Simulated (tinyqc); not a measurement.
Lifetime from the low-frequency admittance.

Question. At low frequency a p+-n diode with a base of width wb has C_diff/G = (tau/2)(1 - 2 x/sinh 2x), x = wb/sqrt(Dp tau). Find tau, x and the limit of C_diff/G for infinite lifetime, wb^2/(3 Dp).

Inputs (values chosen for the exercise):

| symbol | value | unit | meaning |
|---|---|---|---|
| Dp | 8.5 | cm^2/s | hole diffusion coefficient |
| wb | 56 | um | width of the neutral base |

G = 44.131839 S/cm^2
C_diff = 33.856188 uF/cm^2

Solution. The ratio rises steadily with tau from tau/2 (long base) towards wb^2/(3 Dp) (short base), so one lifetime matches as long as the ratio is below that limit.

tau = 3.000e-6 s
x = 1.109
limit of C_diff/G = 1.230e-6 s

Program tinyqc, `OMP_NUM_THREADS=1 python tinyqc.py 2890127 2890128 out.jsonl`; Intel Xeon 2.30GHz, shared host, one thread, about 0.01 s.
